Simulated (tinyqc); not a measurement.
Inside a calculation. Method: RHF in the 3-21g basis, for He, spin multiplicity 1. One step of it, computed by the program tinyqc.

Task: Iteration 6 (converged): orbitals. Diagonalise F' = X^T F X, C = X C', fill 1 alpha and 1 beta electrons from the bottom; D = 2 C_occ C_occ^T. Each column has its largest component positive (the first on a tie).

converged F (hartree), order 1He 1s, 1He 2s:
$$\begin{pmatrix}
-0.070801 & -1.118003 \\
-1.118003 & -0.499364
\end{pmatrix}$$

X, order 1He 1s, 1He 2s:
$$\begin{pmatrix}
1.181761 & -0.390007 \\
-0.390007 & 1.181761
\end{pmatrix}$$

Give: F' = X^T F X; orbital energies; coefficients C; D after iteration 6.

Result:

F' = X^T F X (hartree):
$$\begin{pmatrix}
0.8557 & -1.4686 \\
-1.4686 & 0.3224
\end{pmatrix}$$

orbital energies (hartree): MO1 -0.9036, MO2 2.0817

coefficients C, order 1He 1s, 1He 2s:
$$\begin{pmatrix}
0.4579 & 1.1571 \\
0.6573 & -1.0567
\end{pmatrix}$$

D after iteration 6, order 1He 1s, 1He 2s:
$$\begin{pmatrix}
0.4194 & 0.6020 \\
0.6020 & 0.8640
\end{pmatrix}$$
